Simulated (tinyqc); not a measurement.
## Potential step from the flux

Inverse problem. On one interval J = (q mu Vt/hx) [nb B(d) - na B(-d)], B(d) = d/(exp(d) - 1), d = (psi_b - psi_a)/Vt. Find psi_b - psi_a, and the step at which J would vanish.

Values chosen for this exercise:
- T = 400 K (temperature)
- mu = 250 cm^2/(V s) (electron mobility)
- na = 1e13 cm^-3 (density at the left node)
- nb = 1.1e13 cm^-3 (density at the right node)
- hx = 42 nm (node spacing)

Constants: q = 1.602176634e-19 C, kB = 1.380649e-23 J/K, Vt = kB T/q. Results are converted to the units shown.

J = 11.480531 A/cm^2

Solution. B(d) falls and B(-d) rises with d, so J falls steadily with the step and one value matches. J = 0 needs nb/na = exp(d), the Boltzmann ratio.

psi_b - psi_a = -0.109 V
step for J = 0 = 3.29e-3 V

Numbers from tinyqc (`OMP_NUM_THREADS=1 python tinyqc.py 2220110 2220111 out.jsonl`; about 0.01 s on one thread of a shared Intel Xeon 2.30GHz).
